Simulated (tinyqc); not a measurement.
Permittivity of the insulator from five potentials.

Inverse problem. A node lies on a semiconductor-insulator interface. Steps: hs = tb/2 down into the semiconductor, ho = tox/1 up into the insulator, hy = L/5 sideways. The flux balance of its box reads eox (hy/ho)(above - node) + eps_r (hy/hs)(below - node) + [(eps_r hs + eox ho)/(2 hy)](left + right - 2 node) - q Na (hs/2) hy/eps0 = 0. Find eox.

Inputs (values chosen for the exercise); semiconductor permittivity close to that of silicon:
- eps_r = 11.9 (relative permittivity of the semiconductor)
- tb = 8 nm (body thickness)
- tox = 6.1 nm (insulator thickness)
- L = 40 nm (channel length)
- Na = 0 cm^-3 (acceptor density of the depleted body)

Constants: q = 1.602176634e-19 C, eps0 = 8.8541878128e-14 F/cm where lengths are in cm. Results are converted to the units shown.

psi (V): node -0.0020796468, above -0.21, below 0.088135231, left 0.49, right -0.12075027

Solution. The balance is linear in eox.

eox = 25.0

Numbers from tinyqc (`OMP_NUM_THREADS=1 python tinyqc.py 2480041 2480042 out.jsonl`; about 0.09 s on one thread of a shared Intel Xeon 2.30GHz).
